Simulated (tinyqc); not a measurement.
Isotype n-N heterojunction, non-linear Poisson equation by Newton steps, Boltzmann statistics: one step of the calculation.

One dimension, material 1 (n-type) at x < 0 and material 2 (n-type) at x > 0. Band edges: Ec = -psi in material 1 and -psi + dEc in material 2, Ev = Ec - Eg. Equilibrium, Fermi level at 0. n = Nc F((EFn - Ec)/Vt), p = Nv F((Ev - EFp)/Vt), with F(eta) = exp(eta) (Boltzmann statistics); full ionisation, no interface charge, classical densities; the doping types are chosen for the exercise.

Problem. Newton step. Solve the tridiagonal system a_(i-1) d_(i-1) + b_i d_i + a_i d_(i+1) = -F_i for nodes 1 to 10, with d = 0 on fixed nodes. Each component d is damped to sign(d) Vt ln(1 + |d|/Vt) before it is added.

Values chosen for this exercise: temperature T = 350 K.

Constants: q = 1.602176634e-19 C, kB = 1.380649e-23 J/K, Vt = kB T/q. Results are converted to the units shown.

coupling a_i, interval 0 to 10 (F/cm^2): [6.7613798e-8, 1.1268966e-7, 1.8409697e-7, 3.0649112e-7, 5.0508315e-7, 3.8296660e-7, 2.9125618e-7, 2.2091287e-7, 1.7027284e-7, 1.2721534e-7, 9.7944555e-8]
diagonal b, node 1 to 10 (F/cm^2): [-1.3236614e-6, -1.1247805e-6, -1.3799955e-6, -1.8731117e-6, -9.6184874e-7, -8.4880000e-7, -8.7701911e-7, -9.8781298e-7, -1.1357277e-6, -1.3395010e-6]
residual F, node 1 to 10 (C/cm^2): [-7.1375876e-11, -1.9677471e-9, -1.1228646e-8, 6.3899592e-8, -8.1631584e-8, 3.2581144e-9, 1.2554042e-9, 1.9081906e-10, 1.0257366e-11, 2.0508405e-13]
psi after iteration 1, node 0 to 11 (V): [-0.11489514, -0.11432436, -0.10887857, -0.09170179, -0.07106245, 0.11654365, 0.13426865, 0.14819823, 0.15496861, 0.15683653, 0.15714651, 0.15717919]

Wanted: Newton step d, before damping; psi after iteration 2.

Solution.

Newton step d, before damping, node 1 to 10 (V): [-0.00031, -0.00296, -0.00722, 0.00589, -0.10029, -0.04649, -0.01482, -0.00320, -0.00048, -0.00005]
psi after iteration 2, node 0 to 11 (V): [-0.11490, -0.11463, -0.11170, -0.09818, -0.06568, 0.07237, 0.10614, 0.13615, 0.15193, 0.15636, 0.15710, 0.15718]

Computed by the program tinyqc: `OMP_NUM_THREADS=1 python tinyqc.py 2040004 2040005 out.jsonl`, one thread of a shared Intel Xeon 2.30GHz, about 0.02 s for the whole run.
